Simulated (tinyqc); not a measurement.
# Random telegraph noise from one oxide trap in a small MOSFET: time constants and noise against gate voltage

An acceptor-like trap exchanges electrons with the channel. Inversion charge Q = Cox u, u = n Vt W0(exp((Vg - VT)/(n Vt))), W0 the Lambert function, n = nf, Cox = eps0 eox/tox; linear regime Id = (W/L) mu Q Vd. Relative to threshold the surface potential rises by Vt ln(u/u0) and the oxide voltage by the rest of Vg - VT, with u0 = n Vt W0(1).

N = Cox u/q; dpsi = Vt ln(u/u0); E = E0 - dpsi - (xt/tox)(Vg - VT - dpsi); capture time tc = 1/[(N/zi) vth s0 exp(-xt/lt - EB/Vt)]; emission time te = tc exp(-E/Vt); occupancy te/(tc + te). A = W L; threshold step dV = q (1 - xt/tox)/(Cox A); gm/Id = 1/(u + n Vt); relative step dI/I = (gm/Id) dV + asc mu/A. fc = (1/tc + 1/te)/(2 pi); rms = (dI/I) sqrt(tc te)/(tc + te).

Inputs (values chosen for the exercise); values of the order met in silicon transistors:

| symbol | value | unit | meaning |
|---|---|---|---|
| T | 300 | K | temperature |
| eox | 3.9 |  | relative permittivity of the gate insulator (close to silicon dioxide) |
| tox | 1.6 | nm | insulator thickness |
| xt | 0.56 | nm | depth of the trap from the channel interface |
| E0 | 0.22 | eV | trap level above the channel Fermi level at threshold |
| s0 | 1e-17 | cm^2 | capture prefactor |
| EB | 0.52 | eV | capture barrier (lattice relaxation) |
| lt | 0.14 | nm | tunnelling decay length |
| vth | 1.8e7 | cm/s | thermal velocity |
| zi | 1.7 | nm | thickness of the inversion layer |
| VT | 0.26 | V | threshold voltage |
| nf | 1.34 |  | body factor |
| W | 23 | nm | gate width |
| L | 81 | nm | gate length |
| mu | 150 | cm^2/(V s) | mobility |
| asc | 0 | V s | scattering coefficient of the charged trap |
| Vd | 0.02 | V | drain voltage |

Constants: q = 1.602176634e-19 C, kB = 1.380649e-23 J/K, Vt = kB T/q, eps0 = 8.8541878128e-14 F/cm where lengths are in cm. Results are converted to the units shown.

Time constants and noise against gate voltage:

| Vg (V) | E (eV) | tc (s) | te (s) | occupancy | dI/I (%) | fc (Hz) | rms dI/I (%) |
|---|---|---|---|---|---|---|---|
| 0.5 | 0.098552 | 11.414 | 0.25226 | 0.021622 | 1.1931 | 0.64486 | 0.17354 |
| 0.56 | 0.073381 | 8.9054 | 0.52108 | 0.055278 | 0.96470 | 0.32330 | 0.22046 |
| 0.62 | 0.048952 | 7.2617 | 1.0931 | 0.13084 | 0.80583 | 0.16751 | 0.27174 |
| 0.68 | 0.025052 | 6.1106 | 2.3186 | 0.27507 | 0.68988 | 0.094688 | 0.30806 |
| 0.74 | 0.0015454 | 5.2637 | 4.9583 | 0.48506 | 0.60197 | 0.062335 | 0.30085 |
| 0.8 | -0.021659 | 4.6166 | 10.670 | 0.69800 | 0.53324 | 0.049390 | 0.24482 |
| 0.86 | -0.044624 | 4.1072 | 23.078 | 0.84892 | 0.47816 | 0.045647 | 0.17124 |
| 0.92 | -0.067394 | 3.6964 | 50.114 | 0.93131 | 0.43311 | 0.046233 | 0.10955 |
| 0.98 | -0.090005 | 3.3585 | 109.19 | 0.97016 | 0.39561 | 0.048846 | 0.067313 |

Read the table: what changes, and by how much?

tc falls from 11.4 to 3.36 s as the channel fills and te rises from 0.252 to 109 s; they are equal at Vg = 0.744 V, where E = 0. The rms noise goes from 0.174 through a maximum of 0.308 (at Vg = 0.68 V among the rows listed) to 0.0673 %. The slope -Vt d ln(tc/te)/dVg is 0.420 between the first two rows and 0.377 between the last two; it tends to xt/tox = 0.350 only when the surface potential stops moving.

Range of the model: VT is taken as given; short-channel effects and the uneven flow of current among few electrons are left out.

Computed by the program tinyqc: `OMP_NUM_THREADS=1 python tinyqc.py 2710048 2710049 out.jsonl`, one thread of a shared Intel Xeon 2.30GHz, about 0.01 s for the whole run.
